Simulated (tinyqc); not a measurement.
# Low-temperature mobility of a two-dimensional electron gas with static screening, step by step

A worked calculation. Computed by tinyqc, a small Python program that keeps every step. Command: `OMP_NUM_THREADS=1 python tinyqc.py 3022485 3022486 out.jsonl twodeg walk`. One thread of a shared host (Intel(R) Xeon(R) Processor @ 2.30GHz), about 0.01 s of CPU time with the checks. Intermediate numbers are printed to about 6 digits and carried at full precision; extremes and crossings named in words are read from the listed rows.

One subband is filled, the gas is degenerate and scatters at the Fermi circle; one permittivity serves on both sides of the interface. All formulas are in SI units, masses times m_0. Piezoelectric and polar phonons are left out, and n_s is taken as set by a gate, independent of N_i.

Inputs (values chosen for the exercise, modelled on an InAs channel):
```
quantity                                        value    unit
in-plane mass m                                0.0292     m_0
mass across the layer m_z                      0.0302     m_0
permittivity eps                                 15.1       -
valley degeneracy g_v                               1       -
sheet density n_s                             1.5e+12  1/cm^2
depletion charge N_d                          6.5e+10  1/cm^2
roughness height Delta                           0.49      nm
correlation length Lambda                         1.1      nm
remote charge density N_i                     7.3e+10  1/cm^2
distance d of the charges from the interface      3.5      nm
density rho                                      5680  kg/m^3
sound velocity v_l                               4330     m/s
deformation potential D_A                         7.5      eV
temperature T                                      77       K
```

Wave function: Fang-Howard. Roughness spectrum: Gaussian.

Constants: m_0 = 9.1093837015e-31 kg; e = 1.602176634e-19 C; eps_0 = 8.8541878128e-12 F/m; hbar = 1.054571817e-34 J s; k_B = 1.380649e-23 J/K.

## Fermi circle, screening and layer thickness

k_F = sqrt(2 pi n_s/g_v); E_F = hbar^2 k_F^2/(2 m); q_TF = g_v m e^2/(2 pi eps eps_0 hbar^2); Fang-Howard parameter b = [12 m_z e^2 (N_d + 11 n_s/32)/(eps eps_0 hbar^2)]^(1/3), mean depth 3/b; effective field F = e (N_d + n_s/2)/(eps eps_0).

k_F = 0.306998 1/nm

E_F = 122.973 meV

q_TF = 0.0730861 1/nm

b = 0.321049 1/nm

mean depth = 9.34436 nm

effective field F = 0.0976658 MV/cm

q_TF/(2 k_F) = 0.12: screening is weak for back-scattering. Caution: E_F exceeds 100 meV in a band of small mass, where non-parabolicity and upper valleys, left out here, matter. Caution: E_F exceeds 1.1 (hbar^2 e^2 F^2/2 m_z)^(1/3), of the order of the first subband spacing (1.75 times that in a triangular well, less with self-consistent band bending), so a second subband may fill.

## The integrands at a few angles

Form factors with u = q/b: screening G(q) = [1 + 9u/8 + 3u^2/8]/(1 + u)^3, remote charge P(q) = exp(-q d)/(1 + u)^3. Dielectric function eps(q) = 1 + q_TF G(q)/q, with q = 2 k_F sin(theta/2). Roughness: <|U|^2> = (e F)^2 S(q), S = pi Delta^2 Lambda^2 exp(-q^2 Lambda^2/4). Remote charges: <|U|^2> = N_i [e^2 P(q)/(2 eps eps_0 q)]^2. The last two columns are (m/(pi hbar^3)) <|U|^2>/eps(q)^2.

Integrands (1e9/(s rad)):
```
theta (degrees)  q (1/nm)         G   eps(q)  roughness  remote charges
5                0.026782  0.862185  3.35283     1.4349     3.08768e+03
15               0.080143  0.668348  1.60950     6.2158     4.37439e+02
30               0.158914  0.493449  1.22694    10.6356     3.76227e+01
60               0.306998  0.323082  1.07692    13.5202     9.24478e-01
90               0.434161  0.246394  1.04148    14.0496     6.71266e-02
135              0.567258  0.196317  1.02529    13.9237     6.03446e-03
180              0.613996  0.183085  1.02179    13.7871     2.74877e-03
```

## Interface roughness

1/tau_t = (m/(pi hbar^3)) int_0^pi (1 - cos theta) <|U|^2>/eps(q)^2 dtheta; the quantum rate 1/tau_q drops the factor (1 - cos theta); 200 Gauss-Legendre points in s with theta = pi s^2, s from 0 to 1; mu = e tau_t/m.

tau_t, roughness = 23.0532 ps

tau_q, roughness = 25.8678 ps

roughness mobility = 1.38858e+06 cm^2/(V s)

tau_t/tau_q, roughness = 0.891194

k_F Lambda = 0.34: the roughness is short against the Fermi wavelength and scatters through large angles.

## Remote charges

The formulas are those given above.

tau_t, charges = 146.984 ps

tau_q, charges = 1.31538 ps

remote-charge mobility = 8.85336e+06 cm^2/(V s)

tau_t/tau_q, charges = 111.742

With D = d + 3/b = 12.8 nm, k_F D = 3.94 and q_TF D = 0.94. When both are large, only small angles survive the factor exp(-2 q D) and tau_t/tau_q tends to (2 k_F D)^2, here 62.2; weak screening sharpens the forward peak, so the ratio is larger.

## Acoustic phonons

Unscreened deformation potential in equipartition: 1/tau = m D_A^2 k_B T I/(rho v_l^2 hbar^3), I = int |psi|^4 dz = 3 b/16 for the Fang-Howard function (used for both wave-function options); mu = e tau/m. Bloch-Grueneisen temperature T_BG = 2 hbar v_l k_F/k_B.

acoustic mobility = 3.06076e+06 cm^2/(V s)

T_BG = 20.3070 K

## All together

At the Fermi circle the rates add, so 1/mu is the sum; sheet resistance 1/(n_s e mu); mean free path hbar k_F mu/e; the quantum time adds the rates 1/tau_q, with the isotropic acoustic rate e/(m mu).

Mobilities:
```
process           mu (cm^2/(V s))  share of 1/mu (%)
roughness             1.38858e+06            62.0920
remote charges        8.85336e+06            9.73864
acoustic phonons      3.06076e+06            28.1694
```

mobility mu = 862196 cm^2/(V s)

sheet resistance = 4.82605 ohm

mean free path = 17422.4 nm

Dingle ratio tau_t/tau_q = 11.7172

The largest single share of 1/mu (62 %) belongs to roughness: the field presses the gas against the interface, and the rate goes as F^2. The Dingle ratio of 11.7 marks small-angle scattering by a smooth potential.

Checks made by the program: angular integral against adaptive quadrature (relative difference below 1e-10).
